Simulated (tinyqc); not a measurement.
What the s* orbital does: sp3s* tight binding.

sp3s* tight binding, nearest neighbours only: anion (a) at 0, cation (c) at a/4 (1,1,1), orbitals s, px, py, pz, s* on each; k in units of 2 pi/a. With phases e_j = exp(i (pi/2) k.n_j) for n = (1,1,1), (1,-1,-1), (-1,1,-1), (-1,-1,1): g0 = (e1+e2+e3+e4)/4, g1 = (e1+e2-e3-e4)/4, g2 = (e1-e2+e3-e4)/4, g3 = (e1-e2-e3+e4)/4. The diagonal holds the levels Esa, Epa, Exa (s*) and Esc, Epc, Exc. Anion-cation block: <sa|sc> = Vss g0; <sa|xc> = Vsapc g1; <xa|sc> = -Vscpa g1; <xa|xc> = Vxx g0; <xa|yc> = <ya|xc> = Vxy g3, <xa|zc> = <za|xc> = Vxy g2, <ya|zc> = <za|yc> = Vxy g1; <s*a|xc> = Vxapc g1; <xa|s*c> = -Vpaxc g1; y and z take g2 and g3 in place of g1; s-s* and s*-s* vanish.

Values chosen for the exercise (near a published set for GaP, fitted to gaps, whose masses and valley positions are rough; not measured data): Esa = -8.091 eV (s level of the anion); Epa = 1.125 eV (p level of the anion); Esc = -2.194 eV (s level of the cation); Epc = 4.103 eV (p level of the cation); Exa = 8.518 eV (s* level of the anion); Exc = 7.227 eV (s* level of the cation); Vss = -7.468 eV (s-s); Vxx = 2.142 eV (px-px); Vxy = 5.117 eV (px-py); Vsapc = 4.269 eV (s anion, p cation); Vscpa = 6.272 eV (s cation, p anion); Vxapc = 4.65 eV (s* anion, p cation); Vpaxc = 5.079 eV (p anion, s* cation).

The s* couplings Vxapc and Vpaxc are scaled by f; f = 0 is the plain sp3 model. Gaps from the top of the valence band at Gamma; the Delta value is the minimum on (x,0,0), 0.5 <= x <= 1.

Gaps (eV):
```
f      Gamma   Delta       L  x of the minimum
0.00  2.8812  4.7844  3.6568             0.500
0.25  2.8812  4.6614  3.5392             0.500
0.50  2.8812  4.2892  3.2344             1.000
0.90  2.8812  2.7433  2.5664             1.000
1.00  2.8812  2.3406  2.3864             1.000
1.10  2.8812  1.9360  2.2035             1.000
```

Give the missing row, f = 0.75.

Computed row:
```
f      Gamma   Delta       L  x of the minimum
0.75  2.8812  3.3400  2.8299             1.000
```

The gap at Gamma stays, since g1 to g3 vanish there. From f = 0 to 1 the s* levels lower the Delta value by 2.444 eV and L by 1.270 eV. For f = 0 and 0.25 the least value lies at x = 0.5, the end of the range: any valley further out lies above that value until s* has lowered it enough. The lowest of the three is Gamma at f = 0 and the Delta line at f = 1.

(tinyqc, `OMP_NUM_THREADS=1 python tinyqc.py 1482233 1482234 out.jsonl`, Intel(R) Xeon(R) Processor @ 2.30GHz, 1 thread, shared host, about 0.07 s.)
